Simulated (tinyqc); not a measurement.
Double-gate transistor below threshold, two-dimensional Poisson equation on a small mesh: one step of the calculation.

Half of a symmetric double-gate structure: row 0 is the mid-plane of the body, where the normal field vanishes. Mobile charge is neglected (subthreshold), the body is fully depleted, and potentials are counted from the intrinsic level; rows run upward to the gate, columns from source to drain.

Problem. Over-relaxation sweep (omega = 1.4). Free nodes: rows 0..3, columns 1..4, taken row by row from row 0, left to right. t = (up psi(above) + dn psi(below) + lat [psi(left) + psi(right)] + s)/(up + dn + 2 lat), with the newest neighbours; psi(new) = psi + 1.4 (t - psi).

psi at the start (fixed values on the edges, free nodes at the gate value) (V):
```
              j=0         j=1         j=2         j=3         j=4         j=5
row 0  0.48000000  0.13000000  0.13000000  0.13000000  0.13000000  0.53000000
row 1  0.48000000  0.13000000  0.13000000  0.13000000  0.13000000  0.53000000
row 2  0.48000000  0.13000000  0.13000000  0.13000000  0.13000000  0.53000000
row 3  0.30500000  0.13000000  0.13000000  0.13000000  0.13000000  0.33000000
row 4  0.13000000  0.13000000  0.13000000  0.13000000  0.13000000  0.13000000
```

up, row 0 to 3: [34.632000, 34.632000, 32.021053, 32.021053]
dn, row 0 to 3: [0, 34.632000, 34.632000, 32.021053]
lat, row 0 to 3: [1.7788462, 3.5576923, 2.0163462, 0.475]
s, row 0 to 3 (V): [-0.33521225, -0.67042450, -0.33521225, 0]

Give: psi after iteration 1.

Solution.

psi after iteration 1 (V):
```
          j=0     j=1     j=2     j=3     j=4     j=5
row 0  0.4800  0.1405  0.1184  0.1170  0.1429  0.5300
row 1  0.4800  0.1472  0.1115  0.1082  0.1506  0.5300
row 2  0.4800  0.1492  0.1114  0.1077  0.1526  0.5300
row 3  0.3050  0.1450  0.1173  0.1145  0.1475  0.3300
row 4  0.1300  0.1300  0.1300  0.1300  0.1300  0.1300
```

Program tinyqc, `OMP_NUM_THREADS=1 python tinyqc.py 2480120 2480121 out.jsonl`; Intel Xeon 2.30GHz, shared host, one thread, about 0.1 s.
